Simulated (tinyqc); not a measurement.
BCS gap equation with a constant attraction inside the Debye window. Inputs raised by 10 %, one at a time. Computed by tinyqc, a small Python program. Command: `OMP_NUM_THREADS=1 python tinyqc.py 3019311 3019312 out.jsonl bcs sens`. One thread of a shared host (Intel(R) Xeon(R) Processor @ 2.30GHz), about 0.01 s of CPU time with the checks.

Pairs attract with strength V for |xi| < k_B Theta; N(0) is the density of states for one spin. Energies are given as temperatures (E/k_B, in K) unless marked.

Inputs (values chosen for the exercise, modelled on zinc):

| quantity | value | unit |
|---|---|---|
| coupling N(0)V | 0.166 | - |
| Debye temperature Theta | 310 | K |
| temperature T | 0.652 | K |
| Fermi velocity v_F | 1.7e+06 | m/s |
| electron density n | 13.8 | 1e28/m^3 |
| mean free path l | 15 | nm |
| junction resistance R_n | 5.2 | kilo-ohm |

Solver: secant.

Constants: k_B = 8.617333262e-05 eV/K; hbar = 1.054571817e-34 J s; k_B = 1.380649e-23 J/K; m_0 = 9.1093837015e-31 kg; eps_0 = 8.8541878128e-12 F/m; c = 299792458 m/s; e = 1.602176634e-19 C; h = 6.62607015e-34 J s.

Method:
- At T = 0 the gap equation 1/(N(0)V) = int_0^Theta d xi/sqrt(xi^2 + Delta^2) has the integral arcsinh(Theta/Delta), so Delta_0 = Theta/sinh(1/(N(0)V)); weak coupling gives 2 Theta exp(-1/(N(0)V)).
- Gap equation: 1/(N(0)V) = I(Delta, T) = int_0^Theta tanh(E/2T)/E d xi, E = sqrt(xi^2 + Delta^2); 64 Gauss-Legendre points in y with xi = max(Delta, T) sinh(y).
- Residual r = N(0)V I - 1, with Delta_0 = Theta/sinh(1/(N(0)V)). Secant steps in Delta^2, from Delta_0 and 0.9 Delta_0, with Delta^2 kept at or above 1e-6 K^2. Stop when |r| < 1e-9 or after 40 steps.
- xi_0 = hbar v_F/(pi Delta_0); lambda_L = sqrt(m_0 eps_0 c^2/(n e^2)); N(0) = 3 n/(2 m_0 v_F^2) for one spin; condensation energy N(0) Delta_0^2/2 = B_c^2/(2 mu_0), mu_0 = 1/(eps_0 c^2); with scattering lambda = lambda_L sqrt(1 + xi_0/l) in the local limit (where xi_0 and l both exceed lambda, nonlocal response makes the true depth larger); Ginzburg-Landau kappa = 0.96 lambda_L/xi_0 + 0.72 lambda_L/l. Free-electron mass throughout; heavier carriers, as in niobium or vanadium, give a larger lambda_L and kappa and can make the metal type II.
- Ambegaokar-Baratoff: I_c R_n = (pi Delta/(2e)) tanh(Delta/2T); Josephson energy E_J = hbar I_c/(2e), given as E_J/h; inductance hbar/(2 e I_c); thermal quasiparticle fraction x = n_qp/(2 N(0) Delta) = sqrt(2 pi T/Delta) exp(-Delta/T), valid for T well below Delta.

Runs:

| input moved | from | to | coherence length xi_0 (nm) | Ginzburg-Landau kappa | critical current I_c (nA) | depth with scattering (nm) |
|---|---|---|---|---|---|---|
| base run | - | - | 2755.1 | 0.69163 | 20.699 | 194.40 |
| coupling N(0)V | 0.166 | 0.1826 | 1593.3 | 0.69526 | 63.187 | 148.12 |
| Debye temperature Theta (K) | 310 | 341 | 2504.6 | 0.69213 | 27.969 | 185.40 |
| temperature T (K) | 0.652 | 0.7172 | 2755.1 | 0.69163 | 14.706 | 194.40 |
| Fermi velocity v_F (m/s) | 1700000 | 1870000 | 3030.6 | 0.69117 | 20.699 | 203.83 |
| electron density n (1e28/m^3) | 13.8 | 15.18 | 2755.1 | 0.65944 | 20.699 | 185.35 |
| mean free path l (nm) | 15 | 16.5 | 2755.1 | 0.62921 | 20.699 | 185.40 |
| junction resistance R_n (kilo-ohm) | 5.2 | 5.72 | 2755.1 | 0.69163 | 18.817 | 194.40 |

Exponents ln(y'/y) / ln(x'/x):

| input | coherence length xi_0 | Ginzburg-Landau kappa | critical current I_c | depth with scattering |
|---|---|---|---|---|
| coupling N(0)V | -5.746 | 0.055 | 11.709 | -2.852 |
| Debye temperature Theta | -1.000 | 0.008 | 3.158 | -0.497 |
| temperature T | 0.000 | 0.000 | -3.586 | 0.000 |
| Fermi velocity v_F | 1.000 | -0.007 | 0.000 | 0.497 |
| electron density n | 0.000 | -0.500 | 0.000 | -0.500 |
| mean free path l | 0.000 | -0.992 | 0.000 | -0.497 |
| junction resistance R_n | 0.000 | 0.000 | -1.000 | 0.000 |

Among the inputs moved here: coherence length xi_0 answers most in size to coupling N(0)V (exponent -5.746), next to Debye temperature Theta (-1.000); its exponent is below 0.0005 for temperature T, electron density n, mean free path l, junction resistance R_n. Its exponent +1.000 in Fermi velocity v_F: xi_0 = hbar v_F/(pi Delta_0). Ginzburg-Landau kappa answers most in size to mean free path l (exponent -0.992), next to electron density n (-0.500); its exponent is below 0.0005 for temperature T, junction resistance R_n. Its exponent -0.992 in mean free path l: the dirty limit. Critical current I_c answers most in size to coupling N(0)V (exponent +11.709), next to temperature T (-3.586); its exponent is below 0.0005 for Fermi velocity v_F, electron density n, mean free path l. Its exponent -1.000 in junction resistance R_n: I_c R_n is fixed by the gap. Depth with scattering answers most in size to coupling N(0)V (exponent -2.852), next to electron density n (-0.500); its exponent is below 0.0005 for temperature T, junction resistance R_n. Its exponent -0.497 in mean free path l: the dirty limit.

Caution (rows base run, Debye temperature Theta, temperature T, Fermi velocity v_F, electron density n, mean free path l, junction resistance R_n): T is not small against Delta, so the quasiparticle formula is only a rough guide.
